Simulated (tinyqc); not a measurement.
Gate length: charge control and current of a heterostructure field-effect transistor. Computed by tinyqc, a small Python program. Command: `OMP_NUM_THREADS=1 python tinyqc.py 3031874 3031875 out.jsonl hemt walk`. One thread of a shared host (Intel(R) Xeon(R) Processor @ 2.30GHz), about 0.01 s of CPU time with the checks.

Two subbands in a triangular well; E_F is counted from the conduction band edge of the channel at the interface.

Inputs (values chosen for the exercise, modelled on AlGaN/GaN):
```
quantity                                  value        unit
channel mass m                             0.19         m_0
permittivity eps (barrier and channel)     9.32           -
barrier thickness d                          27          nm
Schottky barrier phi_B                      1.1          eV
conduction band offset dE_c                0.53          eV
polarisation charge sigma/e             1.8e+13      1/cm^2
gate voltage V_G                              0           V
mobility mu                                1400  cm^2/(V s)
saturation velocity v_s                     1.5    1e7 cm/s
gate length L                                74          nm
source resistance R_S                         0      ohm mm
temperature T                               300           K
mixing                                      0.5           -
iteration cap                               200           -
```

Charge source: polarisation. Velocity law: two-piece.

Constants: e = 1.602176634e-19 C; eps_0 = 8.8541878128e-12 F/m; k_B = 8.617333262e-05 eV/K; hbar = 1.054571817e-34 J s; m_0 = 9.1093837015e-31 kg; k_B = 1.380649e-23 J/K.

Method:
- Threshold V_T = phi_B - dE_c - sigma d/(eps eps_0) (in volts); C_b = eps eps_0/d.
- Charge control: n_s = C_b (V_G - V_T - E_F/e)/e. Well: mean field F = e n_s/(2 eps eps_0), E_i = (hbar^2/2m)^(1/3) [(3 pi e F/2)(i + 3/4)]^(2/3), i = 0, 1; n_s = D k_B T sum_i ln(1 + exp((E_F - E_i)/k_B T)), D = m/(pi hbar^2), which is solved in closed form for E_F.
- Iteration from n_s = C_b (V_G - V_T)/(2e): E_F from n_s, n_out from the charge control, n_new = n_s + mixing (n_out - n_s), kept above n_s/10; stop when |n_out/n_s - 1| < 1e-9.
- C_g = e dn_s/dV_G = 1/(1/C_b + 1/C_q), 1/C_q = d(E_F/e)/d(e n_s) by a central difference of +/- 0.1 % in n_s; added distance dd = eps eps_0/C_q.
- With V = e n_s/C_g and V_c = v_s L/mu: for v = mu F up to v_s, I/W = C_g v_s V_c (sqrt(1 + (V/V_c)^2) - 1) and V_Dsat = V + V_c - sqrt(V^2 + V_c^2); g_m = dI/dV; extrinsic g_m/(1 + g_m R_S); f_T = g_m/(2 pi C_g L).

sheet density n_s = 1.57922e+13 1/cm^2

gate capacitance C_g = 0.289599 microfarad/cm^2

V = 8.73686 V

Scaling; the last columns are v_s/(2 pi L) and mu V/(2 pi L^2):
```
L (nm)  I/W (mA/mm)  g_m (mS/mm)  extrinsic g_m (mS/mm)  f_T (GHz)  velocity limit (GHz)  mobility limit (GHz)
30           3781.3       434.40                 434.40     795.77                795.77            2.1630e+05
60           3767.5       434.39                 434.39     397.88                397.89            5.4076e+04
120          3739.8       434.35                 434.35     198.92                198.94            1.3519e+04
250          3680.7       434.19                 434.19      95.45                 95.49            3.1148e+03
500          3569.7       433.58                 433.58      47.66                 47.75            7.7869e+02
1000         3358.3       431.17                 431.17      23.70                 23.87            1.9467e+02
2000         2976.9       421.89                 421.89      11.59                 11.94            4.8668e+01
5000         2124.8       370.33                 370.33       4.07                  4.77            7.7869e+00
```

f_T scales as L^-1.00 at the short end and L^-1.14 at the long end; the two limits cross at L = mu V/v_s = 8150 nm. g_m tends to C_g v_s = 434 mS/mm. Fringe capacitances and short-channel effects, left out, lower f_T once L is below about ten barrier thicknesses. Caution: E_F lies above the conduction band minimum of the barrier, so electrons would spill into the barrier.

Extremes, crossings and ranges named in words are read from the listed rows.
